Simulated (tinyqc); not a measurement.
Graded (staircase) quantum well by finite differences: one step. The tridiagonal Hamiltonian.

Finite differences on points z_i at the centres of cells of width h: H_ii = (c/h^2)(1/m_(i-1/2) + 1/m_(i+1/2)) + V_i, H_(i,i+1) = -(c/h^2)/m_(i+1/2), where m_(i+1/2) is the mean of the masses at the two points (the end values are repeated outwards), psi = 0 on the points beyond both ends, c = hbar^2/2m0. The field adds e F (z - z0) with z0 the middle of the structure; 1 kV/cm = 1e-5 eV/angstrom.

Constants: hbar^2/2m0 = 3.80998211 eV angstrom^2.

Inputs chosen for the exercise (out of a larger set: near those of a strained Si well in SiGe; not measured data): h = 6 angstrom (cell width of the coarse grid).

Grid:

| i | z (angstrom) | V (eV) | m (m0) |
|---|---|---|---|
| 1 | 3.000 | 0.154300 | 0.943000 |
| 2 | 9.000 | 0.157840 | 0.943000 |
| 3 | 15.000 | 0.161380 | 0.943000 |
| 4 | 21.000 | 0.068920 | 0.931300 |
| 5 | 27.000 | 0.015460 | 0.924300 |
| 6 | 33.000 | 0.000000 | 0.922000 |
| 7 | 39.000 | 0.022540 | 0.924300 |
| 8 | 45.000 | 0.083080 | 0.931300 |
| 9 | 51.000 | 0.182620 | 0.943000 |
| 10 | 57.000 | 0.186160 | 0.943000 |
| 11 | 63.000 | 0.189700 | 0.943000 |

Problem. Form the diagonal and the neighbouring elements; V in the grid already includes the field.

Give: diagonal H_ii; H_(i,i+1).

Solution.

diagonal H_ii (eV): 0.3788  0.3823  0.3865  0.2959  0.2442  0.2293  0.2513  0.3101  0.4078  0.4106  0.4142

H_(i,i+1) (eV): -0.1122  -0.1122  -0.1129  -0.1141  -0.1146  -0.1146  -0.1141  -0.1129  -0.1122  -0.1122

Run: tinyqc, `OMP_NUM_THREADS=1 python tinyqc.py 1251526 1251527 out.jsonl`; Intel(R) Xeon(R) Processor @ 2.30GHz, one thread, shared host; about 0.01 s of CPU time with all checks.
